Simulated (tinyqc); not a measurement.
Worked calculation: Luttinger-Kohn k.p, four valence bands. Computed by tinyqc, a small Python program that keeps every step. Settings: g1 = 12.79, g2 = 3.33, g3 = 5.31. Command: `OMP_NUM_THREADS=1 python tinyqc.py 25684 25685 out.jsonl` (the two numbers bound the seeds that draw the settings). One thread of a shared host (Intel(R) Xeon(R) Processor @ 2.60GHz), about 0.01 s of CPU time with the checks.

## Bloch Hamiltonian at k

Luttinger parameters chosen for this model; energies are counted downward from the top of the valence band:
```
parameter      value  unit
g1         12.790000
g2          3.330000
g3          5.310000
```

k point k (1/angstrom): 0.007000  0.001000  -0.028000

P = c g1 k^2, Q = c g2 (kx^2 + ky^2 - 2 kz^2), R = c sqrt3 [-g2 (kx^2 - ky^2) + 2i g3 kx ky], S = 2 c sqrt3 g3 (kx - i ky) kz, c = hbar^2/2m = 3.809982 eV angstrom^2; rows [P+Q, -S, R, 0], [-S*, P-Q, 0, R], [R*, 0, P-Q, S], [0, R*, S*, P+Q]. The path ends lie at |k| = 0.04 1/angstrom.

H(k) at k (eV), lower triangle (Hermitian):
```
                      3/2                  1/2                 -1/2      -3/2
3/2              0.021381
1/2    0.013736+0.001962i             0.059900
-1/2  -0.001055-0.000491i             0.000000             0.059900
-3/2             0.000000  -0.001055-0.000491i  -0.013736-0.001962i  0.021381
```

## Levels at k

Diagonalise the Hermitian matrix.

eigenvalues (eV): 0.016875  0.016875  0.064406  0.064406

## Bands along a path

The same steps at evenly spaced points between the labelled ones.

Bands along the path (eV):
```
k               band 1    band 2    band 3    band 4
[111]         0.013228  0.013228  0.142707  0.142707
[111]-G 0.25  0.007441  0.007441  0.080273  0.080273
[111]-G 0.50  0.003307  0.003307  0.035677  0.035677
[111]-G 0.75  0.000827  0.000827  0.008919  0.008919
G             0.000000  0.000000  0.000000  0.000000
G-[100] 0.25  0.002336  0.002336  0.007410  0.007410
G-[100] 0.50  0.009342  0.009342  0.029642  0.029642
G-[100] 0.75  0.021020  0.021020  0.066694  0.066694
[100]         0.037368  0.037368  0.118567  0.118567
```

## Hole masses

E = c [g1 k^2 -/+ 2 sqrt(g2^2 k^4 + 3 (g3^2 - g2^2)(kx^2 ky^2 + ky^2 kz^2 + kz^2 kx^2))] with c = hbar^2/2m, and m* = hbar^2 k^2 / (2 E).

Masses (electron masses):
```
direction     heavy     light
[100]      0.163132  0.051414
[110]      0.332388  0.044304
[111]      0.460829  0.042717
```
